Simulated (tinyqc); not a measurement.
Pair of shallow donors (hydrogen-like orbitals): one step. One electron on two donors. The numbers come from values chosen for the exercise (near those of two donors in GaAs).

Each donor has the orbital exp(-r/a); energy unit Ha* = q/(eps a), q = e^2/(4 pi eps0), so that a lone donor is bound by Ha*/2; x = R/a. One electron: S = (1 + x + x^2/3) exp(-x), j = 1/x - (1 + 1/x) exp(-2x), k = (1 + x) exp(-x); levels E(+/-) = -1/2 - (j +/- k)/(1 +/- S) in Ha*, without the repulsion of the ions, split by D = |E(-) - E(+)|.

Constants: hbar = 6.58211957e-16 eV s.

Ha* = 11.39790 meV
x = 7.426545

Task: Give both levels, the splitting D = |E(-) - E(+)| and the tunnelling frequency D/(2 pi hbar).

Give: E(+), E(-); D; frequency.

Result:

E(+), E(-) (meV): -7.266  -7.200

D = 0.06537 meV
frequency = 15.81 GHz

The second ion deepens the mean level by 1.53 meV, against Ha*/x = 1.53 meV for a point charge.

tinyqc: `OMP_NUM_THREADS=1 python tinyqc.py 1282058 1282059 out.jsonl`; about 0.01 s, one thread, shared Intel(R) Xeon(R) Processor @ 2.30GHz.
